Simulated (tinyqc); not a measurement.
## Ground and coupling capacitance from two measurements

Inverse problem. A line has Cg to the planes and Cc to each of two neighbours. Find Cg, Cc, the load when both neighbours switch in antiphase, and the pulse on the line when it floats and both neighbours swing by Vx.

Inputs (values chosen for the exercise):
```
symbol  value  unit  meaning
Vx        0.7     V    swing
```

capacitance with neighbours driven alike and with neighbours grounded (aF/um): 110  164

Answer. Driven alike, Cc carries no charge, which leaves Cg; grounded neighbours give Cg + 2 Cc, antiphase Cg + 4 Cc; a floating line divides the swing as 2 Cc/(Cg + 2 Cc).

Cg = 110.0 aF/um
Cc = 27.00 aF/um
load in antiphase = 218.0 aF/um
pulse = 0.2305 V

Numbers from tinyqc (`OMP_NUM_THREADS=1 python tinyqc.py 2790107 2790108 out.jsonl`; about 0.8 s on one thread of a shared Intel Xeon 2.30GHz).
